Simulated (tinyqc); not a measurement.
Band offset from the macroscopic average of a supercell potential: one step. Running means. Five cases, with inputs chosen for the exercise.

Task: Apply the first mean, then the second.

Running mean over n points, periodic: for odd n the plain mean of the n points centred on j; for even n the n + 1 points with half weight at both ends. The macroscopic average applies the mean over n1 points and then over n2 points.

Give: after the mean over n1 points; macroscopic average.

Case 1.

Values chosen (out of a larger set: gaps near those of Si and GaP; not measured data): n1 = 5 (grid points per period of A); n2 = 7 (grid points per period of B).

V(z_j) (eV): -8.37014  -7.92399  -9.82222  -9.70009  -6.03385  -3.12195  -6.05030  -9.82607  -9.82500  -6.04569  -3.11005  -6.04552  -9.82447  -9.82448  -6.04556  -3.11016  -6.04569  -9.82398  -9.82247  -6.04574  -3.13577  -6.13356  -9.95557  -9.82222  -6.08709  -4.07500  -6.17179  -9.80363  -13.49918  -13.54223  -9.77561  -6.21314  -5.04200  -6.21385  -9.80121  -13.63011  -13.63023  -9.80138  -6.21335  -5.04000  -6.21335  -9.80138  -13.63027  -13.63027  -9.80138  -6.21335  -5.04000  -6.21335  -9.80138  -13.63023  -13.63011  -9.80121  -6.21385  -5.04200  -6.21314  -9.77561  -13.54223  -13.49918  -9.80363  -6.17179

Result:

after the mean over n1 points (eV): -8.418  -8.398  -8.370  -7.320  -6.946  -6.946  -6.971  -6.974  -6.971  -6.970  -6.970  -6.970  -6.970  -6.970  -6.970  -6.970  -6.970  -6.970  -6.975  -6.992  -7.019  -7.019  -7.027  -7.215  -7.222  -7.192  -7.927  -9.418  -10.558  -10.567  -9.614  -8.157  -7.409  -8.180  -9.663  -10.615  -10.615  -9.663  -8.180  -7.414  -8.180  -9.663  -10.615  -10.615  -9.663  -8.180  -7.414  -8.180  -9.663  -10.615  -10.615  -9.663  -8.180  -7.409  -8.157  -9.614  -10.567  -10.558  -10.277  -9.154

macroscopic average (eV): -8.928  -8.412  -7.936  -7.624  -7.418  -7.214  -7.014  -6.964  -6.968  -6.971  -6.971  -6.970  -6.970  -6.970  -6.970  -6.971  -6.974  -6.981  -6.988  -6.996  -7.031  -7.067  -7.098  -7.231  -7.574  -8.080  -8.586  -8.929  -9.062  -9.093  -9.129  -9.164  -9.172  -9.179  -9.186  -9.189  -9.190  -9.190  -9.190  -9.190  -9.190  -9.190  -9.190  -9.190  -9.190  -9.190  -9.190  -9.190  -9.190  -9.190  -9.189  -9.186  -9.179  -9.172  -9.164  -9.252  -9.391  -9.535  -9.570  -9.392

Around the middle of B the first mean varies by 2436 meV over five points and the second by 0 meV: one window removes only the period it matches.

Case 2.

Values chosen (out of a larger set: gaps near those of GaAs and AlAs; not measured data): n1 = 6 (grid points per period of A); n2 = 5 (grid points per period of B).

V(z_j) (eV): -5.65324  -9.15843  -12.68218  -13.83330  -12.84962  -9.74448  -7.64997  -9.74499  -12.85500  -13.87000  -12.85500  -9.74500  -7.65000  -9.74500  -12.85500  -13.87000  -12.85500  -9.74499  -7.64995  -9.74444  -12.84992  -13.83932  -12.68218  -8.93544  -5.38500  -4.46603  -5.50635  -5.36420  -3.66156  -3.12056  -3.65653  -5.33353  -5.33353  -3.65647  -3.12000  -3.65647  -5.33353  -5.33353  -3.65659  -3.12091  -3.66156  -5.34938  -5.38675  -4.46603

Result:

after the mean over n1 points (eV): -7.823  -9.152  -10.214  -10.820  -11.035  -11.098  -11.116  -11.119  -11.120  -11.120  -11.120  -11.120  -11.120  -11.120  -11.120  -11.120  -11.120  -11.119  -11.116  -11.100  -11.018  -10.761  -10.133  -9.081  -7.763  -6.305  -5.069  -4.440  -4.368  -4.426  -4.269  -4.082  -4.081  -4.266  -4.406  -4.266  -4.081  -4.082  -4.268  -4.414  -4.346  -4.440  -5.109  -6.364

macroscopic average (eV): -7.732  -8.875  -9.809  -10.464  -10.857  -11.038  -11.098  -11.115  -11.119  -11.120  -11.120  -11.120  -11.120  -11.120  -11.120  -11.120  -11.119  -11.115  -11.095  -11.023  -10.826  -10.419  -9.751  -8.809  -7.670  -6.531  -5.589  -4.921  -4.514  -4.317  -4.245  -4.225  -4.221  -4.220  -4.220  -4.220  -4.221  -4.222  -4.238  -4.310  -4.515  -4.935  -5.616  -6.578

Around the middle of B the first mean varies by 324 meV over five points and the second by 1 meV: one window removes only the period it matches.

Case 3.

Values chosen (out of a larger set: gaps near those of Si and SiO2; not measured data): n1 = 6 (grid points per period of A); n2 = 7 (grid points per period of B).

V(z_j) (eV): -6.28138  -6.57219  -9.02354  -11.24125  -9.11376  -6.75569  -6.55499  -6.77440  -9.15385  -11.32330  -9.17275  -6.81220  -6.61165  -6.83110  -9.21055  -11.38000  -9.22945  -6.86890  -6.66835  -6.88780  -9.26725  -11.43670  -9.28615  -6.92560  -6.72503  -6.94442  -9.32329  -11.47957  -9.26189  -6.83679  -6.70175  -6.10787  -6.41277  -8.48131  -8.46004  -6.30759  -5.92188  -6.56505  -5.90566  -6.27511  -8.41078  -8.40268  -6.25081  -5.86516  -6.50835  -5.84896  -6.21841  -8.35408  -8.34598  -6.19411  -5.80846  -6.45165  -5.79226  -6.16171  -8.29738  -8.28928  -6.13741  -5.75176  -6.39496  -5.73558  -6.10507  -8.23954  -8.23655  -6.21970  -6.17824

Result:

after the mean over n1 points (eV): -7.336  -7.827  -8.117  -8.187  -8.227  -8.255  -8.272  -8.284  -8.294  -8.303  -8.313  -8.322  -8.332  -8.341  -8.351  -8.360  -8.369  -8.379  -8.388  -8.398  -8.407  -8.417  -8.426  -8.436  -8.444  -8.445  -8.436  -8.427  -8.355  -8.043  -7.550  -7.234  -7.123  -7.014  -6.987  -6.983  -6.756  -6.568  -6.739  -6.941  -6.910  -6.902  -6.917  -6.698  -6.512  -6.682  -6.884  -6.853  -6.845  -6.860  -6.642  -6.455  -6.626  -6.828  -6.797  -6.789  -6.803  -6.585  -6.398  -6.569  -6.783  -6.804  -6.831  -6.916  -7.020

macroscopic average (eV): -7.462  -7.661  -7.853  -8.032  -8.167  -8.234  -8.260  -8.278  -8.292  -8.303  -8.313  -8.322  -8.332  -8.341  -8.351  -8.360  -8.369  -8.379  -8.388  -8.398  -8.407  -8.417  -8.425  -8.430  -8.433  -8.424  -8.369  -8.243  -8.070  -7.881  -7.678  -7.472  -7.276  -7.092  -6.952  -6.881  -6.855  -6.841  -6.828  -6.819  -6.811  -6.803  -6.795  -6.786  -6.778  -6.770  -6.762  -6.754  -6.746  -6.738  -6.730  -6.722  -6.714  -6.705  -6.697  -6.689  -6.681  -6.675  -6.676  -6.682  -6.698  -6.760  -6.894  -7.074  -7.264

Around the middle of B the first mean varies by 202 meV over five points and the second by 32 meV; the tilt of the potential alone amounts to 32 meV over these points: one window removes only the period it matches.

Case 4.

Values chosen (out of a larger set: gaps near those of Si and GaP; not measured data): n1 = 5 (grid points per period of A); n2 = 6 (grid points per period of B).

V(z_j) (eV): -9.60750  -6.55738  -7.67685  -7.64667  -5.89681  -6.13376  -5.88354  -7.62710  -7.62707  -5.88294  -6.13000  -5.88294  -7.62709  -7.62710  -5.88318  -6.13147  -5.89681  -7.69827  -7.85678  -6.55738  -7.47000  -9.10055  -12.85529  -15.35879  -13.07112  -9.77353  -8.80975  -9.77496  -13.08498  -15.42999  -13.08500  -9.77500  -8.81000  -9.77500  -13.08500  -15.42999  -13.08497  -9.77496  -8.80990  -9.77343  -13.07160  -15.34288  -12.85529  -9.40279

Result:

after the mean over n1 points (eV): -9.220  -8.178  -7.477  -6.782  -6.648  -6.638  -6.634  -6.631  -6.630  -6.630  -6.630  -6.630  -6.630  -6.630  -6.633  -6.647  -6.693  -6.828  -7.096  -7.737  -8.768  -10.268  -11.571  -12.032  -11.974  -11.358  -10.903  -11.375  -12.037  -12.230  -12.037  -11.375  -10.906  -11.375  -12.037  -12.230  -12.037  -11.375  -10.903  -11.355  -11.971  -12.089  -12.056  -10.753

macroscopic average (eV): -9.520  -8.627  -7.833  -7.275  -6.930  -6.731  -6.648  -6.634  -6.631  -6.630  -6.630  -6.630  -6.632  -6.639  -6.661  -6.716  -6.847  -7.117  -7.597  -8.305  -9.145  -9.985  -10.693  -11.173  -11.443  -11.574  -11.629  -11.651  -11.658  -11.660  -11.660  -11.660  -11.660  -11.660  -11.660  -11.660  -11.658  -11.650  -11.633  -11.623  -11.573  -11.381  -10.976  -10.337

Around the middle of B the first mean varies by 1131 meV over five points and the second by 0 meV: one window removes only the period it matches.

Case 5.

Values chosen (out of a larger set: gaps near those of Si and HfO2; not measured data): n1 = 6 (grid points per period of A); n2 = 6 (grid points per period of B).

V(z_j) (eV): -5.40000  -4.67796  -6.94826  -9.61613  -6.64598  -3.44084  -3.19102  -3.43536  -6.62508  -9.57001  -6.62500  -3.43500  -3.19000  -3.43500  -6.62500  -9.57000  -6.62500  -3.43500  -3.19000  -3.43500  -6.62500  -9.57001  -6.62508  -3.43536  -3.19102  -3.44084  -6.64598  -9.61613  -6.94826  -4.67796  -5.40000  -8.45204  -11.89174  -12.60387  -12.19402  -9.68916  -7.60898  -9.69464  -12.21492  -12.64999  -12.21500  -9.69500  -7.61000  -9.69500  -12.21500  -12.65000  -12.21500  -9.69500  -7.61000  -9.69500  -12.21500  -12.64999  -12.21492  -9.69464  -7.60898  -9.68916  -12.19402  -12.60387  -11.89174  -8.45204

Result:

after the mean over n1 points (eV): -8.080  -7.394  -6.539  -5.937  -5.650  -5.519  -5.489  -5.483  -5.481  -5.480  -5.480  -5.480  -5.480  -5.480  -5.480  -5.480  -5.480  -5.480  -5.480  -5.480  -5.480  -5.480  -5.481  -5.483  -5.489  -5.519  -5.650  -5.937  -6.539  -7.394  -8.080  -8.766  -9.621  -10.223  -10.510  -10.641  -10.671  -10.677  -10.679  -10.680  -10.680  -10.680  -10.680  -10.680  -10.680  -10.680  -10.680  -10.680  -10.680  -10.680  -10.680  -10.680  -10.679  -10.677  -10.671  -10.641  -10.510  -10.223  -9.621  -8.766

macroscopic average (eV): -8.080  -7.392  -6.790  -6.304  -5.929  -5.681  -5.555  -5.503  -5.485  -5.481  -5.480  -5.480  -5.480  -5.480  -5.480  -5.480  -5.480  -5.480  -5.480  -5.480  -5.480  -5.481  -5.485  -5.503  -5.555  -5.681  -5.929  -6.304  -6.790  -7.392  -8.080  -8.768  -9.370  -9.856  -10.231  -10.479  -10.605  -10.657  -10.675  -10.679  -10.680  -10.680  -10.680  -10.680  -10.680  -10.680  -10.680  -10.680  -10.680  -10.680  -10.680  -10.679  -10.675  -10.657  -10.605  -10.479  -10.231  -9.856  -9.370  -8.768

Around the middle of B the first mean varies by 0 meV over five points and the second by 0 meV.

Computed by tinyqc, one run a case: `OMP_NUM_THREADS=1 python tinyqc.py N N+1 out.jsonl` with N = 1850384, 1850412, 1850577, 1850622, 1850727; one thread of a shared Intel(R) Xeon(R) Processor @ 2.30GHz, about 0.01 s a run at most.
